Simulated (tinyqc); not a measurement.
Inside a calculation. Model: depletion-mode phase shifter in a rib waveguide and its Mach-Zehnder modulator.

Numbers from tinyqc (`OMP_NUM_THREADS=1 python tinyqc.py 2650019 2650020 out.jsonl`; about 0.01 s on one thread of a shared Intel Xeon 2.30GHz). Printed values are rounded.

A lateral p-n junction at x0 in a waveguide whose mode intensity is a Gaussian of rms width s about x = 0; p side at smaller x. Reverse bias removes carriers and raises the index. Abrupt junction, doping uniform over the whole mode, lumped electrode (no travelling-wave effects).

Parameters, values chosen for the exercise; values close to those of silicon near 1550 nm: wavelength lam = 1550 nm; relative permittivity of the semiconductor eps_r = 11.7; acceptor density Na = 1.6e18 cm^-3; donor density Nd = 3.8e17 cm^-3; built-in voltage Vb = 0.94 V; rms width of the lateral mode intensity s = 150 nm; junction offset towards the n side x0 = 90 nm; vertical confinement times ng/n G = 1.02; rib height hr = 220 nm; fringe capacitance Cf = 54 pF/m; series resistance Rs = 11.9 ohm mm; length of the phase shifter L = 4 mm; reverse bias V = 1 V; passive loss a0 = 1.9 dB/cm.

Constants: q = 1.602176634e-19 C, eps0 = 8.8541878128e-14 F/cm where lengths are in cm. Results are converted to the units shown.

## Index and absorption of the doped regions

Free-carrier changes (empirical, N and P in cm^-3): |dn| = 8.5e-18 P^0.8 for holes, 8.8e-22 N for electrons; absorption 6e-18 P and 8.5e-18 N in 1/cm.

dn_h = 0.003109674
dn_e = 0.0003344
a_h = 9.6 1/cm
a_e = 3.23 1/cm

Index change per unit absorption: holes 3.24 um, electrons 1.04 um, a ratio of 3.13.

## Depletion edges and mode overlap

W = sqrt(2 eps0 eps_r (Vb + V)(1/Na + 1/Nd)/q); edges xp = x0 - W Nd/(Na + Nd), xn = x0 + W Na/(Na + Nd); F(x) = [1 + erf(x/(sqrt(2) s))]/2.

W at 0 and at V (nm): [62.91755, 90.38758]

```
edge,edge (nm),F
xp(0),77.92491,0.6982937
xn(0),140.8425,0.8261217
xp(V),72.65289,0.6859322
xn(V),163.0405,0.8614676
```

## Index shift, efficiency, loss and bandwidth

dneff = G {dn_h [F(xp(0)) - F(xp(V))] + dn_e [F(xn(V)) - F(xn(0))]}; VpiL = lam V/(2 dneff); loss = a0 + 4.343 G {a_h F(xp) + a_e [1 - F(xn)]} dB/cm at V; C = eps0 eps_r hr/W + Cf; fRC = 1/(2 pi Rs C).

dneff = 5.126531e-5
VpiL = 1.511743 V cm
loss = 33.05259 dB/cm
C = 306.1439 pF/m
fRC = 43.68653 GHz

The product VpiL x loss is 50.0 V dB.

## Mach-Zehnder modulator

One arm driven from 0 to V: phase 2 pi dneff L/lam; biased at quadrature the output swings between [1 -+ sin(phase/2)]/2; extinction ratio in dB; insertion loss = loss x L.

phase = 0.2645952 pi
extinction ratio = 3.718737 dB
insertion loss = 13.22103 dB
